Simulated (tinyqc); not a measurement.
Worked calculation: CIS on RHF in the sto-3g basis, for H3-, spin multiplicity 1. The basis has no diffuse functions, so it cannot describe the extra electron: this is an exercise in the method, not the real anion. One step of it, computed by the program tinyqc.

Task: CIS matrix, singlets. A(ia,jb) = (e_a - e_i) d_ij d_ab + 2 (ia|jb) - (ij|ab).

orbital energies (hartree): MO1 -0.218588, MO2 0.244405, MO3 1.513951

Two-electron integrals over orbitals (pq|rs), unique and non-zero (hartree):
```
(11|11) 0.595923    (21|21) 0.162951    (22|11) 0.536744    (22|22) 0.573160
(31|11) 0.086987    (31|22) -0.021413   (31|31) 0.128990    (32|21) -0.134288
(32|32) 0.136493    (33|11) 0.627095    (33|22) 0.564867    (33|31) 0.105871
(33|33) 0.704405
```

Give: CIS matrix A, singlet.

Result:

CIS matrix A, singlet (hartree), order 1>3, 2>3:
$$\begin{pmatrix}
1.3634 & 0.0000 \\
0.0000 & 0.9777
\end{pmatrix}$$
